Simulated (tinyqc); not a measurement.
Worked calculation: conductance of a narrow metal strip with scatterers (square lattice, Green functions). Values are carried at full precision from step to step, so a last printed digit may differ when a step is redone from the rounded ones.

A strip of W sites across with hard walls, site energy 0 and hopping -t. Mode n = 1 to W has profile chi_n(j) = sqrt(2/(W + 1)) sin(n j pi/(W + 1)) and energy en = -2t cos(n pi/(W + 1)); E = en - 2t cos(kn a). With z_n = exp(i kn a) (Im k > 0 for closed modes, |z| < 1) each lead gives the self-energy -t z_n in mode n. One column carries the site energies v, here one foreign atom. In the mode basis V_nm = sum_j chi_n(j) v_j chi_m(j), G = (E - en + 2 t z_n - V)^-1, and t_nm = 2t sqrt(sin(kn a) sin(km a)) G_nm in size for open modes. T = sum |t_nm|^2, conductance (2e^2/h) T.

Constants: e^2/h = 3.874045865e-05 S.

Parameters, chosen for this exercise (hopping and spacing of the size met in Cu or Al; the lattice is a model; the results hold for these values, not for the real material):
- t = 1.83 eV (hopping)
- a = 2.52 angstrom (spacing)
- W = 3 (sites across)
- E = -0.16 eV (Fermi energy)
- v = (0, 0, -7.2) eV (site energies in the scattering column)

## Modes at the Fermi energy

For each n: en, cos(kn a) = (en - E)/(2t), z_n and the velocity 2 t a sin(kn a) (zero if closed).

Modes:
```
n  en (eV)  cos(k a)                  z  dE/dk (eV angstrom)
1  -2.5880  -0.66339  -0.66339+0.74827i               6.9015
2   0.0000   0.04372   0.04372+0.99904i               9.2144
3   2.5880   0.75082   0.75082+0.66050i               6.0920
```

3 of 3 modes are open, so the clean strip has a resistance of 4302 ohm, whatever its length.

## The scatterer in the mode basis

Form V_nm.

V (eV), lower triangle:
```
         n=1      n=2      n=3
n=1  -1.8000
n=2   2.5456  -3.6000
n=3  -1.8000   2.5456  -1.8000
```

A single site couples every mode that has amplitude on it.

## Green function and transmission

E - en + 2 t z_n = 2t (z_n - cos(kn a)). Invert, form |t_nm|^2 = (2t)^2 Im(z_n) Im(z_m) |G_nm|^2 and sum. The added resistance is 1/(2 (e^2/h) T) less the same for the clean strip.

G (1/eV):
```
                 n=1              n=2              n=3
n=1   0.0358-0.2796i  -0.0380-0.0906i   0.0406+0.0969i
n=2  -0.0380-0.0906i   0.0402-0.1775i  -0.0430-0.1027i
n=3   0.0406+0.0969i  -0.0430-0.1027i   0.0460-0.3039i
```

|t_nm|^2, lower triangle:
```
        n=1     n=2     n=3
n=1  0.5960
n=2  0.0967  0.4429
n=3  0.0731  0.1095  0.5520
```

T = 2.1494
added resistance = 1703 ohm

Mode 2 passes least (0.649) and mode 1 most (0.766); 26.0 % of the transmitted flux changes mode.

## Checks

- Transmitted plus reflected flux against the number of open modes: both 3.00000.

Run: tinyqc, `OMP_NUM_THREADS=1 python tinyqc.py 1481182 1481183 out.jsonl`; Intel(R) Xeon(R) Processor @ 2.30GHz, one thread, shared host; about 0.01 s of CPU time with all checks.
